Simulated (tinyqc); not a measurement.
# Vertical double-diffused power MOSFET, components of the on-resistance: On-resistance against the temperature

Stripe cells of pitch Wp + a, two channels a cell. Current flows through the channels, spreads in the accumulation layer, passes the gap between the p bodies and spreads at 45 degrees into the drift layer below them. Low drain voltage, full ionisation.

Triangular field at breakdown with Ec = Kc N^(1/8): BV = eps0 eps_r Ec^2/(2 q N), so N = (eps0 eps_r Kc^2/(2 q BV))^(4/3); W = 2 BV/Ec; mu = mud (T/300 K)^(-bt); rho = 1/(q mu N); ideal resistance rho W. Pitch p = Wp + a, Cox = 3.9 eps0/tox; zero-bias depletion in the gap w0 = sqrt(2 eps0 eps_r Vbi/(q N Nj)), open gap g = a - 2 w0; R_ch = Lc p/(2 mch Cox Vov); R_acc = 0.6 a p/(4 mac Cox Vov), 0.6 being an empirical factor for current leaving the layer along its length; R_gap = (rho/Nj) xp p/g; spreading depth t = min(W, (p - g)/2); R_drift = (rho p/2) ln((g + 2 t)/g) + rho (W - t); R_on = the sum with Rs.

Values chosen for this exercise; bulk values close to those of silicon:
- eps_r = 11.3 (relative permittivity)
- Kc = 4060 V/cm per (cm^-3)^(1/8) (critical-field constant)
- BV = 30 V (rated breakdown voltage of the drift layer)
- mud = 1210 cm^2/(V s) (drift mobility at 300 K)
- bt = 2.3 (temperature exponent of the drift mobility)
- tox = 31 nm (gate oxide thickness (eps_r 3.9))
- Vov = 6 V (gate overdrive)
- mch = 230 cm^2/(V s) (channel mobility)
- mac = 330 cm^2/(V s) (accumulation-layer mobility)
- Lc = 0.7 um (channel length)
- Wp = 2.4 um (width of the p body in one cell, channels included)
- a = 1.4 um (gap between neighbouring p bodies)
- xp = 0.9 um (depth of the p body)
- Nj = 3 (doping of the gap over the drift doping)
- Vbi = 0.63 V (built-in voltage of the body junction)
- Rs = 0.39 mohm cm^2 (substrate and contact resistance)

Constants: q = 1.602176634e-19 C, eps0 = 8.8541878128e-14 F/cm where lengths are in cm. Results are converted to the units shown.

The same in every row: R_ch (mohm cm^2) = 0.086521; R_acc (mohm cm^2) = 0.036181.

Results:

| T (K) | R_gap (mohm cm^2) | R_drift (mohm cm^2) | R_on (mohm cm^2) | ideal (mohm cm^2) | largest term |
|---|---|---|---|---|---|
| 250 | 0.016035 | 0.037475 | 0.56621 | 0.022304 | substrate |
| 290 | 0.022559 | 0.052723 | 0.58798 | 0.031379 | substrate |
| 370 | 0.039507 | 0.092331 | 0.64454 | 0.054953 | substrate |
| 410 | 0.050028 | 0.11692 | 0.67965 | 0.069587 | substrate |
| 450 | 0.061973 | 0.14483 | 0.71951 | 0.086201 | substrate |
| 490 | 0.075381 | 0.17617 | 0.76425 | 0.10485 | substrate |

Estimate the missing row, T = 330 K.

Computed row:

| T (K) | R_gap (mohm cm^2) | R_drift (mohm cm^2) | R_on (mohm cm^2) | ideal (mohm cm^2) | largest term |
|---|---|---|---|---|---|
| 330 | 0.030366 | 0.070968 | 0.61404 | 0.042238 | substrate |

With this row back in the table: R_on rises from 0.566 to 0.764 mohm cm^2. The substrate term is the largest at T = 250 and in all other rows. R_on is 25.4 times the ideal drift resistance in the first row and 7.29 times in the last. Only the drift mobility depends on T in this model.

tinyqc, about 0.01 s, one thread, Intel Xeon 2.30GHz (shared host): `OMP_NUM_THREADS=1 python tinyqc.py 2230013 2230014 out.jsonl`
